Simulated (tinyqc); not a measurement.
# Hot electrons in a saturated n-channel MOSFET, lucky-electron model: several studies

Beyond pinch-off the lateral field grows as Esat cosh(y/l) over the velocity-saturated region (pseudo-two-dimensional model). Impact ionisation in this region gives the substrate current, which biases the body forward through Rsub. Currents are per width. Local-field laws: they overstate ionisation when the field peak is narrower than an energy relaxation length.

Inputs (values chosen for the exercise); values close to those of silicon n-channel devices:

| symbol | value | unit | meaning |
|---|---|---|---|
| L | 0.25 | um | channel length |
| tox | 6 | nm | oxide thickness |
| xj | 98 | nm | junction depth |
| VT | 0.68 | V | threshold |
| mu | 410 | cm^2/(V s) | effective mobility |
| vs | 8e6 | cm/s | saturation velocity |
| Ai | 2e6 | 1/cm | ionisation prefactor |
| Bi | 1.62 | MV/cm | ionisation field |
| Rd | 400 | ohm um | resistance of the lightly doped drain |
| Rsub | 3300 | ohm um | substrate resistance |
| kb | 0.46 |  | fall of VT per volt of forward body bias |
| m | 2.8 |  | lifetime exponent |
| Hl | 11000 | s uA/um | lifetime constant |
| Vd | 2.4 | V | drain voltage |
| Vg | 1.8 | V | gate voltage |

Constants: eps0 = 8.8541878128e-14 F/cm where lengths are in cm. Results are converted to the units shown.

Each table varies one quantity; the others keep the values above.

## Effect of the channel length

Cox = 3.9 eps0/tox, l = sqrt(3 tox xj), Esat = 2 vs/mu. Overdrive g = Vg - VT + kb Vb; Vdsat = g Esat L/(g + Esat L); Id = Cox vs (g - Vdsat); dV = Vd - Id Rd - Vdsat; Em = sqrt((dV/l)^2 + Esat^2); Isub = Id (Ai/Bi) l Em exp(-Bi/Em). Vb = Rsub Isub is solved self-consistently. Lifetime tau = (Hl/Id)(Isub/Id)^(-m); 1 year = 3.15576e7 s.

Effect of the channel length:
```
L (um),Id (uA/um),Em (MV/cm),Isub (uA/um),Isub/Id,tau (years)
0.12,380.3,0.4574,26.14,0.06872,0.001653
0.18,327.9,0.4382,18.47,0.05633,0.003345
0.25,282.8,0.4211,13.19,0.04662,0.006588
0.35,236.7,0.4033,8.913,0.03766,0.01431
0.5,190.4,0.3850,5.659,0.02972,0.03453
0.71,149.7,0.3687,3.534,0.02362,0.08360
1,115.6,0.3549,2.215,0.01916,0.1944
```

What does the table show?

As L goes from 0.12 to 1 um, Em falls from 0.457 to 0.355 MV/cm, Isub falls from 26.1 to 2.21 uA/um and tau rises from 0.00165 to 0.194 years. From the first row to the last, log10(tau) changes by 2.1: 1.6 from (Isub/Id)^(-m), which holds Em and l, and 0.52 from 1/Id. For L = 0.12 to 0.18 um the saturated region takes over 60 % of L, so using the full L in Vdsat is rough.

## Effect of the oxide thickness

Same model as above.

Results:
```
tox (nm),Id (uA/um),Em (MV/cm),Isub (uA/um),Isub/Id,tau (years)
3.3,553.7,0.5281,52.33,0.09452,4.651e-4
4.1,430.0,0.4900,33.12,0.07701,0.001063
5.1,337.1,0.4504,19.89,0.05899,0.002860
7.8,214.7,0.3760,6.416,0.02989,0.03014
9.7,171.6,0.3410,3.333,0.01942,0.1260
12,138.3,0.3093,1.667,0.01206,0.5940
```

Estimate the missing row, tox = 6.3 nm.

Computed row:
```
tox (nm),Id (uA/um),Em (MV/cm),Isub (uA/um),Isub/Id,tau (years)
6.3,268.5,0.4125,11.59,0.04318,0.008601
```

With this row back in the table: As tox goes from 3.3 to 12 nm, Em falls from 0.528 to 0.309 MV/cm, Isub falls from 52.3 to 1.67 uA/um and tau rises from 4.65e-4 to 0.594 years. From the first row to the last, log10(tau) changes by 3.1: 2.5 from (Isub/Id)^(-m), which holds Em and l, and 0.60 from 1/Id. For tox = 9.7 to 12 nm the saturated region takes over 60 % of L, so using the full L in Vdsat is rough.

## Effect of the drain voltage

Same model as above.

Effect of the drain voltage:
```
Vd (V),Id (uA/um),Em (MV/cm),Isub (uA/um),Isub/Id,tau (years)
1.5,275.67,0.21038,0.13614,4.9384e-4,2290.1
1.67,275.90,0.25021,0.55210,0.0020011,45.498
1.84,276.46,0.29013,1.5633,0.0056549,2.4767
2.01,277.52,0.33004,3.5064,0.012635,0.25978
2.19,279.40,0.37218,6.9406,0.024841,0.038868
2.36,282.07,0.41183,11.789,0.041795,0.0089698
2.53,285.74,0.45128,18.458,0.064596,0.0026166
2.7,290.56,0.49050,27.183,0.093552,9.1222e-4
```

As Vd goes from 1.5 to 2.7 V, Em rises from 0.210 to 0.491 MV/cm, Isub rises from 0.136 to 27.2 uA/um and tau falls from 2290 to 9.12e-4 years. The slope of ln(tau) against 1/Vd is 57.7 V between the first two rows and 42.3 V between the last two; ten years are last met at Vd = 1.67 V among the rows. At Vd = 1.5 V tau is a far extrapolation that only says that hot carriers are no limit.

tinyqc, about 0.01 s, one thread, Intel Xeon 2.30GHz (shared host): `OMP_NUM_THREADS=1 python tinyqc.py 2550076 2550077 out.jsonl`
